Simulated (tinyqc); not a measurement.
# Changing the evaporation rate at 1000 rpm e0

Model: spin coating of a resist or spin-on film: centrifugal thinning, evaporation and the final thickness (Emslie and Meyerhofer models). Computed by tinyqc, a small Python program. Command: `OMP_NUM_THREADS=1 python tinyqc.py 3114145 3114146 out.jsonl spincoat sweep`. One thread of a shared host (Intel(R) Xeon(R) Processor @ 2.30GHz), about 0.1 s of CPU time with the checks.

A Newtonian film stays uniform over the wafer; solvent and solids have the same density and the concentration is uniform through the thickness.

Inputs (values chosen for the exercise, of the order of those of a polymer resist in an ester solvent):

| quantity | value | unit |
|---|---|---|
| solids volume fraction c0 | 0.21 | - |
| kinematic viscosity of the solvent nu_s | 0.75 | mm^2/s |
| viscosity constant k | 5100 | mm^2/s |
| viscosity exponent gamma | 2.3 | - |
| spin speed f | 2000 | rpm |
| starting thickness h0 | 200 | micrometre |
| wafer radius R | 100 | mm |
| shrinkage in the bake | 9.7 | % |

Method:
- omega = 2 pi f/60; nu(c) = nu_s + k c^gamma; evaporation rate e = e0 sqrt(f/1000 rpm).
- Flow constant K = 2 omega^2/(3 nu(c0)); Reynolds number of the air omega R^2/nu_air with nu_air = 15 mm^2/s.
- Meyerhofer estimate: flow rules until (1 - c0) K h^3 = e, then evaporation alone: h_w = (e/((1 - c0) K))^(1/3), dry film c0 h_w.
- Full model for solids s and liquid l per area, h = s + l, c = s/h: ds/dt = -c Q, dl/dt = -(1 - c) Q - e, Q = 2 omega^2 h^3/(3 nu(c)); integrated adaptively (relative tolerance 1e-9) until l = 0.
- Dry film = s at l = 0, before the bake; film after the bake = s x (1 - shrinkage).

One run for each value:

| evaporation rate at 1000 rpm e0 (micrometre/s) | dry film (nm) | time to dry (s) | wet thickness h_w (micrometre) |
|---|---|---|---|
| 0.010 | 1038.1 | 320.30 | 4.425 |
| 0.021 | 1329.3 | 195.30 | 5.667 |
| 0.045 | 1713.8 | 117.47 | 7.306 |
| 0.097 | 2213.8 | 70.37 | 9.438 |
| 0.210 | 2863.7 | 42.03 | 12.209 |
| 0.440 | 3664.0 | 25.64 | 15.623 |
| 0.940 | 4717.8 | 15.43 | 20.121 |
| 2.000 | 6064.7 | 9.30 | 25.880 |

Describe and explain the trends.

Over the rows, dry film (nm) rises from 1040 to 6060 (exponent d ln y / d ln x about 0.33 throughout); time to dry (s) falls from 320 to 9.30 (exponent d ln y / d ln x about -0.67 throughout); wet thickness h_w (micrometre) rises from 4.43 to 25.9 (exponent d ln y / d ln x about 0.33 throughout). The exponent of dry film stays at 0.33: the cube root of the evaporation rate.
